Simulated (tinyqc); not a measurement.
From results back to parameters: Shockley state of an s-p chain by decimation. Two cases, with inputs chosen for the exercise.

Problem. For the s-p chain the s level is -d/2 - 2 ts cos k and the p level d/2 + 2 tp cos k at k = 0 and pi, and at k = pi/2 the bands lie sqrt(d^2 + 16 u^2) apart. The values below come from hidden parameters.

Case 1.

s level (eV): k = 0 -3.380, k = pi 0.820
p level (eV): k = 0 3.960, k = pi -1.400
splitting at pi/2 = 4.38488 eV

Case 2.

s level (eV): k = 0 -2.305, k = pi 0.855
p level (eV): k = 0 3.785, k = pi -2.335
splitting at pi/2 = 2.56844 eV

Find: d, ts, tp, |u|; order at k = pi.

Solution. Means give -d/2 and d/2, widths 4 ts and 4 tp; u follows from the splitting. The order is inverted where s lies above p at pi.

Case 1.

d, ts, tp, |u| (eV): 2.56  1.05  1.34  0.89

order at k = pi: inverted

Case 2.

d, ts, tp, |u| (eV): 1.45  0.79  1.53  0.53

order at k = pi: inverted

Computed by tinyqc, one run a case: `OMP_NUM_THREADS=1 python tinyqc.py N N+1 out.jsonl` with N = 1481696, 1481772; one thread of a shared Intel(R) Xeon(R) Processor @ 2.30GHz, about 0.3 s a run at most.
